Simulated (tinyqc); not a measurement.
Worked calculation: spin coating of a resist or spin-on film: centrifugal thinning, evaporation and the final thickness (Emslie and Meyerhofer models). Computed by tinyqc, a small Python program that keeps every step. Command: `OMP_NUM_THREADS=1 python tinyqc.py 3114082 3114083 out.jsonl spincoat walk`. One thread of a shared host (Intel(R) Xeon(R) Processor @ 2.30GHz), about 0.09 s of CPU time with the checks. Intermediate numbers are printed to about 6 digits and carried at full precision; extremes and crossings named in words are read from the listed rows.

A Newtonian film stays uniform over the wafer; solvent and solids have the same density and the concentration is uniform through the thickness.

Inputs (values chosen for the exercise, of the order of those of a polymer resist in an ester solvent):
```
quantity                                 value          unit
solids volume fraction c0                 0.24             -
kinematic viscosity of the solvent nu_s    1.1        mm^2/s
viscosity constant k                       550        mm^2/s
viscosity exponent gamma                   2.4             -
spin speed f                              5000           rpm
evaporation rate at 1000 rpm e0           0.15  micrometre/s
starting thickness h0                      500    micrometre
time t                                     2.4             s
wafer radius R                             150            mm
shrinkage in the bake                      5.1             %
```

## Rates

omega = 2 pi f/60; nu(c) = nu_s + k c^gamma; evaporation rate e = e0 sqrt(f/1000 rpm). Flow constant K = 2 omega^2/(3 nu(c0)); Reynolds number of the air omega R^2/nu_air with nu_air = 15 mm^2/s.

omega = 523.599 1/s

nu(c0) = 19.0007 mm^2/s

evaporation rate e = 0.335410 micrometre/s

flow constant K = 0.00961915 1/(micrometre^2 s)

Reynolds number of the air = 785398

Caution: above a Reynolds number of about 3e5 the air flow near the rim turns turbulent, and evaporation is no longer uniform.

## Thinning without evaporation

dh/dt = -K h^3 gives h = h0/sqrt(1 + 2 K h0^2 t); for long times h = 1/sqrt(2 K t).

h(t) without evaporation = 4.65363 micrometre

long-time form = 4.65384 micrometre

time 1/(2 K h0^2) = 2.07919e-04 s

The long-time form is within 0.0043 %: the starting thickness is forgotten.

## The two-stage estimate

Meyerhofer estimate: flow rules until (1 - c0) K h^3 = e, then evaporation alone: h_w = (e/((1 - c0) K))^(1/3), dry film c0 h_w.

wet thickness h_w = 3.57994 micrometre

dry film, estimate = 859.185 nm

drying time (1 - c0) h_w/e = 8.11171 s

## First explicit step of the full model

Solids s and liquid l per area start at s = c0 h0, l = (1 - c0) h0. With h = h0 and c = c0: Q = K h^3, K = 2 omega^2/(3 nu); one Euler step of length dt = 0.01 h0/Q for s and l, ds/dt = -c Q, dl/dt = -(1 - c) Q - e.

Q = 1.20239e+06 micrometre/s

dt = 4.15837e-06 s

s = 118.8 micrometre

l = 376.200 micrometre

Q/e at the start = 3.58485e+06

## The full model

Full model for solids s and liquid l per area, h = s + l, c = s/h: ds/dt = -c Q, dl/dt = -(1 - c) Q - e, Q = 2 omega^2 h^3/(3 nu(c)); integrated adaptively (relative tolerance 1e-9) until l = 0. Dry film = s at l = 0, before the bake; film after the bake = s x (1 - shrinkage).

time to dry = 10.4350 s

dry film = 948.176 nm

film after the bake = 899.819 nm

## Course in time

Times are fractions of the time to dry.

History:
```
fraction    t (s)  h (micrometre)         c  nu (mm^2/s)          Q/e   s (nm)
0.003     0.03130         40.6127  0.240042       19.008  1.92033e+03  9748.74
0.010     0.10435         22.2932  0.240252       19.046  3.16990e+02  5355.97
0.030     0.31305         12.8710  0.241309       19.236  6.04022e+01  3105.89
0.100     1.04350          7.0194  0.248091       20.483  9.20104e+00  1741.46
0.200     2.08699          4.9032  0.263731       23.547  2.72803e+00  1293.13
0.350     3.65223          3.5775  0.299518       31.563  7.90473e-01  1071.53
0.500     5.21748          2.8026  0.353807       46.536  2.57767e-01   991.58
0.700     7.30447          2.0128  0.475124       93.293  4.76328e-02   956.35
0.900     9.39146          1.2990  0.730445      259.905  4.59542e-03   948.84
```

Q/e drops below 1 between t = 2.1 and 3.7 s, when c has risen from 0.24 to about 0.300; after that row the solids fall by a further 12 %. The full model gives 1.10 times the two-stage estimate.

## Spin curve

The formulas are those given above.

Dry film against speed:
```
f (rpm)  full model (nm)  estimate (nm)  time to dry (s)
500              2998.38        2716.98          104.331
1000             2120.18        1921.20           52.171
1500             1731.12        1568.65           34.782
2000             1499.20        1358.49           26.087
3000             1224.09        1109.20           17.391
4000             1060.09         960.60           13.044
6000              865.56         784.32            8.696
```

The full thickness goes as f^-0.500; the estimate as (e/omega^2)^(1/3) = f^(-1/2). The time to dry goes as f^-1.00. A thickness window of 1 % allows a speed error of about 2 %.

Checks made by the program: constant-viscosity run against c0 h0 exp(-int K h^2 dt) (relative difference 2e-05).
